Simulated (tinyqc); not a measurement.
# Bulk transistor, scale length and short-channel effects: effects of single changes

A gate, an insulator of thickness ti and a depleted layer of depth ts on a conducting body. Below threshold the potential that source and drain add obeys Laplace's equation and vanishes on the gate and at the bottom of the depleted layer. Its lowest mode decays along the channel as exp(-k y); k is the smallest positive root of the matching condition at the interface, and the scale length is Lambda = pi/k.

Values chosen for this exercise; permittivities: semiconductor close to that of germanium, insulator close to that of aluminium oxide:
- T = 300 K (temperature)
- eps_r = 16 (relative permittivity of the semiconductor)
- ti = 1.5 nm (insulator thickness)
- ts = 20 nm (depletion depth)
- L = 33 nm (channel length)
- Vbi = 0.94 V (potential of the source)
- sT = 0.64 V (potential of the barrier top at threshold)
- Vds = 1 V (drain voltage)

Constants: q = 1.602176634e-19 C, kB = 1.380649e-23 J/K, Vt = kB T/q. Results are converted to the units shown.

Each table varies one quantity; the others keep the values above.

## A higher permittivity at fixed equivalent oxide thickness

k is the smallest positive root of f(k) = eps_r sin(k ti) cos(k ts) + ei cos(k ti) sin(k ts). Along the channel psi(y) = s + a exp(y/l) + b exp(-y/l) with psi(0) = Vbi, psi(L) = Vbi + Vds and l = 1/k = Lambda/pi; with A = Vbi - s, B = A + Vds, x = exp(-L/l): a = (B - A x) x/(1 - x^2), b = (A - B x)/(1 - x^2). The minimum is s + 2 sqrt(a b), at y = (l/2) ln(b/a). The long-channel potential follows the gate as s = sT + (Vg - VTL)/m, and the threshold VT is the gate voltage at which the minimum equals sT. Swing = m Vt ln 10/g at threshold, g = d(minimum)/ds = 1 - (b x + a)/((1 + x) sqrt(a b)). DIBL = [VT(0.05 V) - VT(Vds)]/(Vds - 0.05 V). sT and Vbi are held fixed; m = 1 + eps_r ti/(ei ts) in each row. The equivalent oxide thickness 3.9 ti/ei is held at 0.63 nm, so ti = 0.63 ei/3.9 nm.

Result of one run:

| ei | ti (nm) | Lambda (nm) | L/Lambda | DIBL (mV/V) | swing (mV/decade) |
|---|---|---|---|---|---|
| 10 | 1.6154 | 22.520 | 1.4654 | 96.753 | 87.729 |

What becomes of these results when the relative permittivity of the insulator ei is changed from 10 to 20, all else the same?

Result of the changed run:

| ei | ti (nm) | Lambda (nm) | L/Lambda | DIBL (mV/V) | swing (mV/decade) |
|---|---|---|---|---|---|
| 20 | 3.2308 | 22.647 | 1.4571 | 98.384 | 88.048 |

The whole series:

| ei | ti (nm) | Lambda (nm) | L/Lambda | DIBL (mV/V) | swing (mV/decade) |
|---|---|---|---|---|---|
| 3.9 | 0.63000 | 22.486 | 1.4676 | 96.320 | 87.645 |
| 5 | 0.80769 | 22.490 | 1.4673 | 96.370 | 87.655 |
| 7.5 | 1.2115 | 22.502 | 1.4665 | 96.528 | 87.685 |
| 10 | 1.6154 | 22.520 | 1.4654 | 96.753 | 87.729 |
| 15 | 2.4231 | 22.572 | 1.4620 | 97.412 | 87.858 |
| 20 | 3.2308 | 22.647 | 1.4571 | 98.384 | 88.048 |
| 25 | 4.0385 | 22.750 | 1.4505 | 99.722 | 88.308 |
| 35 | 5.6538 | 23.064 | 1.4308 | 103.84 | 89.107 |

As ei goes from 3.9 to 35, Lambda rises from 22.5 to 23.1 nm, DIBL rises from 96.3 to 104 mV/V and the swing rises from 87.6 to 89.1 mV a decade. The ratio ei/ti is the same in every row, yet the insulator grows from 0.630 to 5.65 nm, and drain fields reach the channel sideways through it. In every row L is under 1.5 Lambda, where higher modes, left out of the one-mode potential, count.

## Effect of the relative permittivity of the insulator

Same model as above.

Effect of the relative permittivity of the insulator:

| ei | Lambda (nm) | L/Lambda | VT - VTL at Vds (mV) | DIBL (mV/V) | swing (mV/decade) |
|---|---|---|---|---|---|
| 3.9 | 25.300 | 1.3043 | -293.17 | 156.99 | 110.21 |
| 5.7 | 23.888 | 1.3815 | -231.37 | 123.32 | 97.837 |
| 8.5 | 22.728 | 1.4520 | -189.28 | 100.48 | 89.184 |
| 12 | 21.977 | 1.5016 | -165.47 | 87.598 | 84.155 |
| 18 | 21.338 | 1.5465 | -147.05 | 77.661 | 80.167 |
| 27 | 20.899 | 1.5790 | -135.28 | 71.330 | 77.558 |
| 40 | 20.609 | 1.6012 | -127.89 | 67.358 | 75.887 |

Read the table: what changes, and by how much?

As ei goes from 3.9 to 40, Lambda falls from 25.3 to 20.6 nm, DIBL falls from 157 to 67.4 mV/V and the swing falls from 110 to 75.9 mV a decade. On average Lambda goes as ei^(-0.09). For ei = 3.9 to 8.5 L is under 1.5 Lambda, where higher modes, left out of the one-mode potential, count.

tinyqc, about 0.01 s, one thread, Intel Xeon 2.30GHz (shared host): `OMP_NUM_THREADS=1 python tinyqc.py 2420118 2420119 out.jsonl`
